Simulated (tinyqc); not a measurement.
Minority-electron transport through the base of a bipolar transistor (Moll-Ross and Kroemer integrals): one step, computed by the program tinyqc.

Low injection, one dimension, x from the emitter edge (0) to the collector edge (W), s = x/W. Recombination is treated as a small correction (valid for tau_B well below tau_n), computed from the stored charge.

Problem. Profile and built-in field. N(x) = N_0; n_i(x)^2 = n_i^2 exp(s dE_g/k_B T); D(x) = (k_B T/e) mu, mu = mu_min + (mu_max - mu_min)/(1 + (N/N_ref)^0.7). Field that drives electrons towards the collector, averaged over the base: (k_B T/e) ln[N_0 n_i(W)^2/(N(W) n_i^2)]/W.

Inputs (values chosen for the exercise, modelled on InP): base doping at the emitter edge N_0 = 3.8e+19 1/cm^3; base width W = 15 nm; mu_min = 710 cm^2/(V s); mu_max = 4720 cm^2/(V s); N_ref = 2.5e+17 1/cm^3; temperature T = 300 K; gap narrowing across the base dE_g = 78 meV.

Base doping profile: uniform. Gap grading: linear. Exit of the base: infinite sink.

Constants: k_B = 8.617333262e-05 eV/K.

Give: Across the base; drift factor eta (potential drop in k_B T/e); mean built-in field.

Solution.

Across the base:
```
s    N (1/cm^3)  n_i(x)^2/n_i^2  D (cm^2/s)  y (s/cm^5)
0.0    3.80e+19            1.00       21.34   1.780e+18
0.2    3.80e+19            1.83       21.34   9.737e+17
0.4    3.80e+19            3.34       21.34   5.325e+17
0.6    3.80e+19            6.11       21.34   2.913e+17
0.8    3.80e+19           11.18       21.34   1.593e+17
1.0    3.80e+19           20.43       21.34   8.713e+16
```

drift factor eta (potential drop in k_B T/e) = 3.017

mean built-in field = 52 kV/cm
